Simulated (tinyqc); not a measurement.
The same layer on three faces: band edges of strained Si(1-x)Ge(x) on relaxed Si(1-y)Ge(y).

Values are linear in the Ge fraction but for ED(x) = linear - CD x (1 - x) and a(x) = linear - Ca x (1 - x). Energies are on the common scale of Ev.

Coherent growth: e_par = (a(y) - a(x))/a(x). (001): e_perp = -2 (C12/C11) e_par; exx = eyy = e_par, ezz = e_perp, no shear. (111): e_perp = -(2 C11 + 4 C12 - 4 C44)/(C11 + 2 C12 + 4 C44) e_par; exx = eyy = ezz = (2 e_par + e_perp)/3 and exy = eyz = ezx = (e_perp - e_par)/3. (110): e_perp = -(C11 + 3 C12 - 2 C44)/(C11 + C12 + 2 C44) e_par; exx = eyy = (e_par + e_perp)/2, ezz = e_par, exy = (e_perp - e_par)/2, eyz = ezx = 0.

A valley with unit axis u lies at Ev + gap + (av + a_valley) tr(e) + Xu (u.e.u - tr(e)/3); the Delta axes are x, y, z and the L axes [111], [1-1-1], [-11-1], [-1-11]. The second-order shift of the Delta valleys under shear is left out; it lowers the pair normal to the sheared plane by tens of meV at a shear of 1 %.

Valence edges: Ev plus the levels of the 6 x 6 matrix of X, Y, Z times spin with -Dso/3 + l exx + m (eyy + ezz) on the diagonal (cyclic), n exy off it, l = av + 2 b, m = av - b, n = sqrt(3) d. Spin-orbit term (Dso/3) L.sigma on X, Y, Z with (L_k)_ij = -i epsilon_kij: <X+|H|Y+> = -i Dso/3, <X+|H|Z-> = Dso/3, <Y+|H|Z-> = -i Dso/3, <Z+|H|X-> = -Dso/3, <Z+|H|Y-> = i Dso/3, <X-|H|Y-> = i Dso/3, and their conjugates; + and - are the spin along z.

Values chosen for the exercise (end members near Si and Ge, in this order; shifted at random, so the results belong to these values and not to a real crystal): a = (5.434, 5.655) angstrom (lattice constant); Dso = (0.044, 0.29) eV (spin-orbit splitting); av = (2.43, 1.24) eV (valence hydrostatic potential); b = (-2.13, -2.53) eV (tetragonal shear potential); d = (-4.78, -5.32) eV (trigonal shear potential); C11 = (167.4, 128.2) GPa; C12 = (63.7, 47.8) GPa; C44 = (80.3, 66.1) GPa; Ev = (0, 0.73) eV (top of the unstrained valence band); ED = (1.147, 0.916) eV (gap to the Delta valleys); EL = (2.011, 0.736) eV (gap to the L valleys); aD = (1.63, 1.42) eV (hydrostatic potential of the Delta gap); aL = (-3.39, -2.53) eV (hydrostatic potential of the L gap); XuD = (9.23, 9.25) eV (uniaxial potential, Delta); XuL = (16.1, 15.01) eV (uniaxial potential, L); CD = 0.181 eV (bowing of the Delta gap); Ca = 0 angstrom (bowing of the lattice constant); x = 0 (Ge fraction of the layer); y = 0.15 (Ge fraction of the relaxed buffer).

dEc = Ec(buffer) - Ec(layer), dEv = Ev(layer) - Ev(buffer); buffer edges Ev(y) and Ev(y) + min(ED, EL). The digit behind Delta or L counts whole valleys.

Cases:
```
face
(001)
(111)
(110)
```

Rank the cases by gap (eV), lowest first.

Answer: (001), (110), (111).

Results:
```
face   e_par (%)  lowest valleys  gap (eV)  next valleys above (meV)  valence splitting (meV)  dEc (eV)  dEv (eV)  Delta spread (meV)  L spread (meV)
(001)       0.61          Delta2     1.057                        99                       59     0.087    -0.055                  99               0
(111)       0.61          Delta6     1.124                       722                       63     0.013    -0.048                   0             125
(110)       0.61          Delta4     1.110                        42                       61     0.029    -0.049                  42              99
```

On (001) only the Delta valleys split (99 meV), on (111) only the L valleys (125 meV), on (110) both (42 and 99 meV). The lowest valleys are Delta2 on (001), Delta6 on (111) and Delta4 on (110); the smallest gap is 1.057 eV on (001) and the largest 1.124 eV on (111).

Run: tinyqc, `OMP_NUM_THREADS=1 python tinyqc.py 1080218 1080219 out.jsonl`; Intel(R) Xeon(R) Processor @ 2.30GHz, one thread, shared host; about 0.01 s of CPU time with all checks.
